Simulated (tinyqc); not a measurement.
Switching kinetics of a ferroelectric film and the memory window of a ferroelectric gate stack: one step, computed by the program tinyqc.

Fields in MV/cm; 1 microcoulomb/cm^2 over eps_0 is 11.29409 MV/cm. In the stack (metal, ferroelectric, interlayer, channel) the channel is taken as a conductor.

Task: Switched share after the pulse. Merz's law: t1 = t_inf exp[(E_a/E)^alpha] at the mean of the fields before and after switching. NLS: switched share = integral of [1 - exp(-(t/tau)^n)] F(z) dz over z = log10 tau, with the Lorentzian F = (1/pi) w/[(z - log10 t1)^2 + w^2].

Inputs (values chosen for the exercise, for a model film):

| quantity | value | unit |
|---|---|---|
| time constant t_inf | 9e-10 | s |
| activation field E_a | 6.1 | MV/cm |
| Merz exponent alpha | 2 | - |
| dimension n | 2 | - |
| half width w of log10 t | 1 | - |
| pulse length t_p | 5.5e-05 | s |
| breakdown field of the interlayer | 14 | MV/cm |

Kinetics: nucleation-limited (NLS).

E_F before switching = 2.700176 MV/cm

E_F after switching = 1.604341 MV/cm

Give: mean field; switching time t1; switched share.

Result:

mean field = 2.152 MV/cm

switching time t1 = 2.773e-06 s

switched share = 0.8015

t_p is 20 t1. A field higher by 10 % would shorten t1 by a factor 4.0. The step approximation 1/2 + arctan[log10(t_p/t1)/w]/pi gives 0.791. Caution: the interlayer field exceeds its breakdown field, so charge injection would change the fields. Caution: the field changes much during switching, so one mean field is a crude stand-in.
